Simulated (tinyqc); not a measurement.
What each parameter does: Kronig-Penney superlattice by transfer matrices.

Wells (width a, potential 0, mass mw) alternate with barriers (width b, height V0, mass mb); period d = a + b; c = hbar^2/2m0. The vector (psi, psi'/m) is continuous, and a layer of thickness t carries it by M = [[cos kt, (m/k) sin kt], [-(k/m) sin kt, cos kt]] with k = sqrt(m (E - V)/c); for E < V, k = i kappa gives [[cosh, (m/kappa) sinh], [(kappa/m) sinh, cosh]] of kappa t. A Bloch state obeys cos(q d) = tr(Mb Mw)/2.

Constants: hbar^2/2m0 = 3.80998211 eV angstrom^2.

Parameters, chosen for this exercise (near those of a GaAs superlattice with barriers of AlGaAs; not measured data):
- a = 104 angstrom (well width)
- b = 25 angstrom (barrier width)
- V0 = 0.259 eV (barrier height)
- mw = 0.0673 m0 (mass in the wells)
- mb = 0.0936 m0 (mass in the barriers)

Bottom and width of the first miniband, the gap above it, and m_z = -2 c f'/d^2 with f = tr M/2.

One parameter was then changed.

Results before and after:
```
case     bottom (eV)  width (meV)  gap (meV)  m_z (m0)
base          0.0249          8.0       66.8    0.1401
changed       0.0219          6.5       59.3    0.1468
```

Which of these changes was made? (a) mw = 0.074 m0; (b) mb = 0.1076 m0; (c) V0 = 0.22 eV; (d) b = 29 angstrom; (e) a = 114 angstrom.

Answer: (e) a = 114 angstrom. Of the candidates, run in turn, only this one gives the changed row.

All candidates:
```
case              bottom (eV)  width (meV)  gap (meV)  m_z (m0)
base                   0.0249          8.0       66.8    0.1401
a = 114 angstrom       0.0219          6.5       59.3    0.1468
b = 29 angstrom        0.0260          5.9       70.8    0.1700
V0 = 0.22 eV           0.0230          9.4       60.7    0.1236
mw = 0.074 m0          0.0239          7.1       63.7    0.1555
mb = 0.1076 m0         0.0245          7.0       67.5    0.1567
```

Program tinyqc; command `OMP_NUM_THREADS=1 python tinyqc.py 1281788 1281789 out.jsonl`; about 0.05 s on one thread of a shared Intel(R) Xeon(R) Processor @ 2.30GHz.
